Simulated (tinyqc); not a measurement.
Trap spacing and activation energy from three currents.

Question. In its exponential range, without heating, an amorphous layer of thickness ua passes I = (I0/2) exp[-(Ea - q V dz/(2 ua))/kB T]. Find dz, Ea and I0.

Inputs (values chosen for the exercise):
```
symbol  value  unit              meaning
ua         36    nm  amorphous thickness
```

Constants: q = 1.602176634e-19 C, kB = 1.380649e-23 J/K. Results are converted to the units shown.

I at (1.6 V, 300 K), (2.4 V, 300 K) and (2.4 V, 340 K) (nA): 207.47776  1157.7249  2707.2620

Solution. The two voltages give dz/ua, the two temperatures the lowered barrier.

dz = 4.00 nm
Ea = 0.320 eV
I0 = 3.17 mA

Program tinyqc, `OMP_NUM_THREADS=1 python tinyqc.py 2490128 2490129 out.jsonl`; Intel Xeon 2.30GHz, shared host, one thread, about 0.01 s.
